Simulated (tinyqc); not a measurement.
# Hot electrons in a saturated n-channel MOSFET, lucky-electron model: what changes with what

Beyond pinch-off the lateral field grows as Esat cosh(y/l) over the velocity-saturated region (pseudo-two-dimensional model). Impact ionisation in this region gives the substrate current, which biases the body forward through Rsub. Currents are per width. Local-field laws: they overstate ionisation when the field peak is narrower than an energy relaxation length.

Parameters, values chosen for the exercise; values close to those of silicon n-channel devices: channel length L = 1.2 um; oxide thickness tox = 25 nm; junction depth xj = 490 nm; threshold VT = 0.56 V; effective mobility mu = 320 cm^2/(V s); saturation velocity vs = 8.4e6 cm/s; ionisation prefactor Ai = 2e6 1/cm; ionisation field Bi = 1.62 MV/cm; resistance of the lightly doped drain Rd = 700 ohm um; substrate resistance Rsub = 2300 ohm um; fall of VT per volt of forward body bias kb = 0.5; lifetime exponent m = 3; lifetime constant Hl = 730 s uA/um; drain voltage Vd = 5.4 V; gate voltage Vg = 3.1 V.

Constants: eps0 = 8.8541878128e-14 F/cm where lengths are in cm. Results are converted to the units shown.

Each table varies one quantity; the others keep the values above.

## Effect of the junction depth

Cox = 3.9 eps0/tox, l = sqrt(3 tox xj), Esat = 2 vs/mu. Overdrive g = Vg - VT + kb Vb; Vdsat = g Esat L/(g + Esat L); Id = Cox vs (g - Vdsat); dV = Vd - Id Rd - Vdsat; Em = sqrt((dV/l)^2 + Esat^2); Isub = Id (Ai/Bi) l Em exp(-Bi/Em). Vb = Rsub Isub is solved self-consistently. Lifetime tau = (Hl/Id)(Isub/Id)^(-m); 1 year = 3.15576e7 s.

Effect of the junction depth:
```
xj (nm)  Id (uA/um)  Em (MV/cm)  Isub (uA/um)   Isub/Id  tau (years)
200           84.78      0.2929         1.489   0.01756      0.05038
270           84.72      0.2536        0.6341  0.007485       0.6511
360           84.69      0.2212        0.2505  0.002957        10.56
490           84.68      0.1915       0.08132  9.603e-4        308.4
670           84.68      0.1660       0.02250  2.657e-4      1.457e4
900           84.68      0.1457      0.005859  6.920e-5      8.245e5
1200          84.68      0.1289      0.001402  1.656e-5      6.014e7
```

As xj goes from 200 to 1200 nm, Em falls from 0.293 to 0.129 MV/cm, Isub falls from 1.49 to 0.00140 uA/um and tau rises from 0.0504 to 6.01e7 years. From the first row to the last, log10(tau) changes by 9.1: 9.1 from (Isub/Id)^(-m), which holds Em and l, and under 0.005 from 1/Id. For xj = 670 to 1200 nm tau is a far extrapolation that only says that hot carriers are no limit.

## Effect of the resistance of the lightly doped drain

Same model as above.

Result of one run:
```
Rd (ohm um)  Id (uA/um)  Em (MV/cm)  Isub (uA/um)   Isub/Id  tau (years)
800               84.68      0.1911       0.07963  9.404e-4        328.5
```

What becomes of these results when the resistance of the lightly doped drain Rd is changed from 800 to 0 ohm um, all else the same?

Result of the changed run:
```
Rd (ohm um)  Id (uA/um)  Em (MV/cm)  Isub (uA/um)   Isub/Id  tau (years)
0                 84.68      0.1945       0.09400  0.001110        199.7
```

The whole series:
```
Rd (ohm um)  Id (uA/um)  Em (MV/cm)  Isub (uA/um)   Isub/Id  tau (years)
0                 84.68      0.1945       0.09400  0.001110        199.7
150               84.68      0.1938       0.09116  0.001076        219.0
300               84.68      0.1932       0.08839  0.001044        240.3
500               84.68      0.1924       0.08480  0.001001        272.1
800               84.68      0.1911       0.07963  9.404e-4        328.5
1200              84.68      0.1894       0.07315  8.638e-4        423.9
1600              84.68      0.1877       0.06710  7.923e-4        549.2
```

As Rd goes from 0 to 1600 ohm um, Em falls from 0.194 to 0.188 MV/cm, Isub falls from 0.0940 to 0.0671 uA/um and tau rises from 200 to 549 years. From the first row to the last, log10(tau) changes by 0.44: 0.44 from (Isub/Id)^(-m), which holds Em and l, and under 0.005 from 1/Id. The price is 0.135 V dropped over Rd in the last row.

## Effect of the drain voltage

Same model as above.

Results:
```
Vd (V)  Id (uA/um)  Em (MV/cm)  Isub (uA/um)   Isub/Id  tau (years)
3.3          84.68     0.09124      3.557e-6  4.201e-8     3.685e15
3.69         84.68      0.1085      7.141e-5  8.433e-7     4.555e11
4.07         84.68      0.1262      6.749e-4  7.970e-6      5.396e8
4.84         84.68      0.1636       0.01642  1.939e-4      3.745e4
5.23         84.68      0.1830       0.05243  6.192e-4         1151
5.61         84.69      0.2021        0.1335  0.001576        69.74
6            84.70      0.2218        0.2987  0.003527        6.224
```

Estimate the missing row, Vd = 4.46 V.

Computed row:
```
Vd (V)  Id (uA/um)  Em (MV/cm)  Isub (uA/um)   Isub/Id  tau (years)
4.46         84.68      0.1450      0.004076  4.813e-5      2.450e6
```

With this row back in the table: As Vd goes from 3.3 to 6 V, Em rises from 0.0912 to 0.222 MV/cm, Isub rises from 3.56e-6 to 0.299 uA/um and tau falls from 3.69e15 to 6.22 years. The slope of ln(tau) against 1/Vd is 281 V between the first two rows and 209 V between the last two; ten years are last met at Vd = 5.61 V among the rows. For Vd = 3.3 to 5.23 V tau is a far extrapolation that only says that hot carriers are no limit.

Program tinyqc, `OMP_NUM_THREADS=1 python tinyqc.py 2550095 2550096 out.jsonl`; Intel Xeon 2.30GHz, shared host, one thread, about 0.01 s.
